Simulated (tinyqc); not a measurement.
MOS structure on a p-type body with a doping step, non-linear Poisson equation by Newton steps: one step of the calculation.

One dimension, insulator interface at x = 0, acceptor density N1 for x < x1 and Na beyond, net doping C = -(acceptor density). psi is counted from the intrinsic level: n = ni exp((psi - Vb)/Vt), p = ni exp(-psi/Vt); deep in the body psi_b = -Vt ln(Na/ni). The gate acts through Cox = eps0 eox/tox and has the potential psi_G = Vg - (phiM - chi - Vt ln(Nc/ni)). Boltzmann statistics, full ionisation, classical densities, no oxide or interface charge. Acceptors in real wide-gap material are deep and only partly ionised in the neutral body.

Task. Densities, residual and Jacobian diagonal. n_i = ni exp((psi_i - Vb)/Vt), p_i = ni exp(-psi_i/Vt), rho_i = p_i - n_i + C_i, g_i = (n_i + p_i)/Vt. Box widths w_i = (h_(i-1) + h_i)/2 in cm. Residual F_i = a_i (psi_(i+1) - psi_i) - a_(i-1) (psi_i - psi_(i-1)) + q rho_i w_i; Jacobian: a_(i-1) and a_i beside the diagonal, b_i = -a_(i-1) - a_i - q g_i w_i on it. Node 0 is free: w_0 = h_0/2, F_0 = a_0 (psi_1 - psi_0) + Cox (psi_G - psi_0) + q rho_0 w_0, b_0 = -a_0 - Cox - q g_0 w_0, with Cox = eps0 eox/tox, psi_G = Vg - (phiM - chi - Vt ln(Nc/ni)). The last node is fixed.

Inputs (values chosen for the exercise); band and dielectric values close to those of 4H silicon carbide:
- T = 300 K (temperature)
- Eg = 3.25 eV (band gap)
- Nc = 1.68e19 cm^-3 (conduction-band density of states at T)
- Nv = 2.48e19 cm^-3 (valence-band density of states at T)
- chi = 3.67 eV (electron affinity)
- eox = 7.7 (relative permittivity of the gate insulator (close to silicon nitride))
- tox = 8.3 nm (insulator thickness)
- phiM = 4.37 eV (gate work function)
- Vb = 0 V (electron quasi-Fermi potential against the body)
- Vg = 2.64 V (gate voltage against the body)

Constants: q = 1.602176634e-19 C, kB = 1.380649e-23 J/K, Vt = kB T/q, eps0 = 8.8541878128e-14 F/cm where lengths are in cm. Results are converted to the units shown.

```
node  x (nm)  psi after iteration 1 (V)  net doping C (cm^-3)
0          0                  3.5420465               -2.6e18
1        0.5                  3.5289963               -2.6e18
2       1.22                  3.5102040               -2.6e18
3       2.27                  3.4827985               -2.6e18
4       3.78                  3.4433869               -2.6e18
5       5.97                  3.3862269               -2.6e18
6       9.13                  3.3037495               -2.6e18
7       13.7                  3.1844705               -2.6e18
8       20.3                  3.0122076               -2.6e18
9       29.9                  2.7616434               -2.6e18
10      43.7                  2.4014573               -5.1e17
11      63.7                  1.8794484               -5.1e17
12      92.6                  1.0392525               -5.1e17
13       134                 -0.0505338               -5.1e17
14       195                 -1.5296202               -5.1e17
```

coupling a_i, interval 0 to 13 (F/cm^2): 1.7425042e-5  1.2100723e-5  8.2976389e-6  5.7698813e-6  3.9783200e-6  2.7571268e-6  1.9064597e-6  1.3200789e-6  9.0755425e-7  6.3134209e-7  4.3562604e-7  3.0147131e-7  2.1044736e-7  1.4282821e-7
ni = 1.0258455e-8 cm^-3

Find: n; p; residual F; diagonal b.

Result.

```
node   n (cm^-3)   p (cm^-3)
0      3.2722e51  3.2160e-68
1      1.9752e51  5.3279e-68
2      9.5480e50  1.1022e-67
3      3.3077e50  3.1816e-67
4      7.2017e49  1.4613e-66
5      7.8921e48  1.3334e-65
6      3.2481e47  3.2399e-64
7      3.2198e45  3.2684e-62
8      4.1110e42  2.5599e-59
9      2.5389e38  4.1449e-55
10     2.2583e32  4.6599e-49
11     3.8408e23  2.7399e-40
12      2.9495e9  3.5679e-26
13     1.4526e-9   7.2446e-8
14    2.0634e-34   5.1000e17
```

```
node  residual F (1e25 C/cm^2)  diagonal b (F/cm^2)
0                      -1.3107           -5.0699e26
1                      -1.9304           -7.4672e26
2                      -1.3538           -5.2369e26
3                      -0.6783           -2.6239e26
4                      -0.2135           -8.2570e25
5                      -0.0338           -1.3084e25
6                      -0.0020           -7.7803e23
7                       0.0000           -1.1145e22
8                       0.0000           -2.0637e19
9                       0.0000           -1.8410e15
10                      0.0000            -2.3653e9
11                      0.0000              -5.8200
12                      0.0000           -5.1192e-7
13                      0.0000           -3.5328e-7
```

Computed by the program tinyqc: `OMP_NUM_THREADS=1 python tinyqc.py 2080131 2080132 out.jsonl`, one thread of a shared Intel Xeon 2.30GHz, about 1 s for the whole run.
